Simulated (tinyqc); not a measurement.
What moves the results: deformation potentials from a strained empirical pseudopotential. A value that a table varies takes the place of the one given here.

Diamond lattice, no spin-orbit coupling. Atomic form factor V(q) = a1 (q^2 - a2)/(a3 exp(a4 q^2) - 1) in rydberg with q in 1/bohr, for the unstrained cell. Under a strain e the reciprocal vectors and k go over into (1 + e)^(-1) G, the atoms sit at +/- tau with tau = (1 + e) a (1,1,1)/8 - zeta a (eyz, ezx, exy)/4, and H(G,G') = c |k + G|^2 delta + (V(q)/det(1 + e)) cos(q.tau), q = G - G', with the term q = 0 left out; c = hbar^2/2m0. The basis is fixed before straining: all G with |k + G|^2 up to 16 (2 pi/a)^2. k is given in units of 2 pi/a of the unstrained cell.

Constants: hbar^2/2m0 = 3.80998211 eV angstrom^2; Ry = 13.60569312 eV; a0 (Bohr radius) = 0.5291772105 angstrom.

Inputs chosen for the exercise (near those of Si; the results hold for these values, not for the real material):
- a = 5.441 angstrom (lattice constant)
- A = (0.539, 2.176, 2.061, 0.49) (a1 (Ry bohr^2), a2 (1/bohr^2), a3, a4 (bohr^2))
- h = 0.005 (size of the test strain)
- kD = 0.82 2 pi/a (position of the Delta minimum)
- a1 = 0.539
- a2 = 2.176
- a3 = 2.061
- a4 = 0.49

## The internal displacement

Xu of L (level 5, the lowest empty one) and d from exy = eyz = ezx = h for several zeta: Xu = [E(L [111]) - E(L [1-1-1])]/((8/3) h), d = (single valence level - pair)/(3 sqrt(3) h). zeta = 0 strains the bonds with the lattice; zeta = 1 keeps all four bond lengths equal to first order.

Results:
```
zeta  Xu (L) (eV)  d (eV)
0.00        11.13    0.60
0.25        11.48   -1.70
0.50        11.86   -3.99
0.60        12.01   -4.91
0.75        12.25   -6.28
1.00        12.67   -8.57
```

What does this show, and why?

From zeta = 0 to 1, d goes from 0.60 to -8.57 eV and Xu (L) from 11.13 to 12.67 eV, both nearly linearly: the displacement is an optical-phonon mode, and d = d(0) - zeta d0/4 gives its deformation potential d0 = 37 eV. Leaving the relaxation out (zeta = 0 for 0.5) moves d by +4.59 eV, which reverses its sign, and Xu (L) by -0.73 eV. Tetragonal strain has no such freedom.

## Size of the test strain

e = diag(-h/2, -h/2, h). Xu = [E(Delta z) - E(Delta x)]/(1.5 h) at fixed kD, b = [E(Z) - E(X, Y)]/(4.5 h); one-sided from +h alone, central from +h and -h.

Results (eV):
```
h       Xu one-sided  Xu central  b one-sided  b central
0.0010         7.985       7.990       -3.273     -3.269
0.0025         7.977       7.990       -3.280     -3.269
0.0050         7.965       7.990       -3.290     -3.269
0.0100         7.941       7.991       -3.310     -3.270
0.0200         7.894       7.995       -3.351     -3.270
0.0300         7.850       8.002       -3.392     -3.272
```

What does this show, and why?

From h = 0.001 to 0.03 the one-sided Xu drifts by -0.135 eV and the central one by +0.012 eV; for b the drifts are -0.119 and -0.002 eV. The central difference cancels the term of second order in the strain, so its error goes as h^2. At h = 0.02 the linear law errs by 1.2 % for the valley splitting and 2.5 % for the valence splitting.

## What each parameter of the potential does

Gaps from the valence top to level 8 at Gamma and level 5 at (kD,0,0) and L, and their deformation potentials [E(+h) - E(-h)]/(3 ln((1 + h)/(1 - h))) for e = +/- h 1, h = 0.002. The row for the lattice constant keeps V(q) without the volume factor, so it is not a strain. Each row changes one parameter from the base and keeps the others.

Results:
```
case                Gamma (eV)  Delta (eV)  L (eV)  potential Gamma (eV)  potential Delta (eV)  potential L (eV)
base                     4.123       1.098   2.007                 -8.76                  2.66             -1.90
a = 5.495 angstrom       3.992       1.387   2.106                 -9.05                  2.34             -2.09
a1 = 0.544               4.165       1.165   2.056                 -8.83                  2.65             -1.91
a2 = 2.154               4.237       1.023   2.010                 -8.68                  2.71             -1.87
a3 = 2.04                4.172       1.194   2.073                 -8.85                  2.66             -1.91
a4 = 0.495               4.029       1.013   1.932                 -8.59                  2.73             -1.83
```

What does this show?

The largest shifts from the base row, up to three for each result and ties (the steps differ in size, so this ranks the rows, not the parameters). Gamma (eV): a -0.130, a2 +0.114, a4 -0.093. Delta (eV): a +0.289, a3 +0.096, a4 -0.085. L (eV): a +0.099, a4 -0.075, a3 +0.066. potential Gamma (eV): a -0.29, a4 +0.17, a3 -0.09. potential Delta (eV): a -0.31, a4 +0.08, a2 +0.05; unchanged at the printed digits by a3. potential L (eV): a -0.19, a4 +0.08, a2 +0.03.

tinyqc: `OMP_NUM_THREADS=1 python tinyqc.py 1880771 1880772 out.jsonl`; about 0.2 s, one thread, shared Intel(R) Xeon(R) Processor @ 2.30GHz.
